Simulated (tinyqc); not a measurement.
Comparisons within one model: Kronig-Penney superlattice by transfer matrices. A value that a table varies takes the place of the one given here.

Wells (width a, potential 0, mass mw) alternate with barriers (width b, height V0, mass mb); period d = a + b; c = hbar^2/2m0. The vector (psi, psi'/m) is continuous, and a layer of thickness t carries it by M = [[cos kt, (m/k) sin kt], [-(k/m) sin kt, cos kt]] with k = sqrt(m (E - V)/c); for E < V, k = i kappa gives [[cosh, (m/kappa) sinh], [(kappa/m) sinh, cosh]] of kappa t. A Bloch state obeys cos(q d) = tr(Mb Mw)/2.

Constants: hbar^2/2m0 = 3.80998211 eV angstrom^2.

Inputs chosen for the exercise (near those of a GaAs superlattice with barriers of AlGaAs; not measured data): a = 170 angstrom (well width); V0 = 0.121 eV (barrier height); mw = 0.0663 m0 (mass in the wells); mb = 0.0795 m0 (mass in the barriers); bs = (13.5, 20.2, 27, 35.1, 43.2, 54, 67.5) angstrom (barrier widths); b = 27 angstrom (barrier width).

## Barrier width

First miniband against b. m_z = -2 c f'/d^2 with f = tr M/2 at the bottom of the band. E1 is the level of the single well, kappa1 its decay constant in the barrier.

First miniband:
```
b (angstrom)  bottom (eV)  top (eV)  W (meV)    ln W  m_z (m0)
13.5               0.0063    0.0165    10.14   2.317    0.0754
20.2               0.0080    0.0153    7.359   1.996    0.0855
27.0               0.0091    0.0144    5.319   1.671     0.100
35.1               0.0101    0.0137    3.615   1.285     0.125
43.2               0.0107    0.0131    2.457   0.899     0.159
54.0               0.0112    0.0126    1.468   0.384     0.228
67.5               0.0115    0.0123   0.7711  -0.260     0.370
```

E1 = 0.0119 eV
kappa1 = 0.0477 1/angstrom

W falls from 10.1 to 0.77 meV, and both edges close in on E1. The slope of ln W is -0.0479 per angstrom over the first two rows and -0.0477 over the last two, against -kappa1 = -0.0477: the width follows one power of the tunnelling amplitude once the wells couple weakly. m_z grows by a factor 4.9.

## From one barrier to a miniband

Transmission through N barriers separated by wells, between leads of the well material: T = 4/[(M11 + M22)^2 + (u M12 - M21/u)^2] with u = k/mw and M the product over all layers; twelve evenly spaced energies around the first miniband.

Transmission:
```
E (eV)    tr M/2 of a period   N = 1    N = 2     N = 4     N = 8
0.006734               2.390  0.0757  0.00357  8.25e-06  4.40e-11
0.007701               1.786  0.0858  0.00730  6.35e-05  4.90e-09
0.008668               1.240  0.0956   0.0169  0.000996  4.30e-06
0.009636               0.748   0.105   0.0499     0.475     0.194
0.010603               0.308   0.115    0.255     0.115     0.249
0.011570              -0.085   0.124    0.831     0.558     0.262
0.012537              -0.433   0.133    0.170     0.116     0.408
0.013504              -0.739   0.142   0.0705     0.689     0.365
0.014471              -1.006   0.151   0.0421    0.0103   0.00215
0.015439              -1.237   0.160   0.0301   0.00183  8.15e-06
0.016406              -1.434   0.168   0.0240  0.000634  4.70e-07
0.017373              -1.599   0.177   0.0205  0.000309  7.15e-08
```

5 of the energies lie in the miniband (|tr M/2| <= 1); there T for N = 8 runs between 0.194 and 0.408. In the gaps it falls with N: at E = 0.0174 eV from 0.000309 (N = 4) to 7.15e-08 (N = 8), a slope of ln T of -2.09 a period, against -2 arccosh|tr M/2| = -2.09.

## What each parameter does

Bottom and width of the first miniband, the gap above it, and m_z = -2 c f'/d^2 with f = tr M/2. Each row changes one parameter from the base and keeps the others.

Results:
```
case              bottom (eV)  width (meV)  gap (meV)  m_z (m0)
base                   0.0091          5.3       23.2    0.1000
a = 187 angstrom       0.0080          4.3       20.6    0.1038
b = 31 angstrom        0.0096          4.4       25.0    0.1111
V0 = 0.103 eV          0.0084          6.0       20.9    0.0926
mw = 0.0729 m0         0.0088          4.7       22.2    0.1113
mb = 0.0914 m0         0.0090          4.9       23.6    0.1066
```

The largest shifts from the base row, up to three for each result and ties (the steps differ in size, so this ranks the rows, not the parameters). bottom (eV): a -0.0011, V0 -0.0008, b +0.0005. width (meV): a -1.1, b -0.9, V0 +0.7. gap (meV): a -2.7, V0 -2.3, b +1.7. m_z (m0): mw +0.0112, b +0.0110, V0 -0.0075.

Program tinyqc; command `OMP_NUM_THREADS=1 python tinyqc.py 1250329 1250330 out.jsonl`; about 0.2 s on one thread of a shared Intel(R) Xeon(R) Processor @ 2.30GHz.
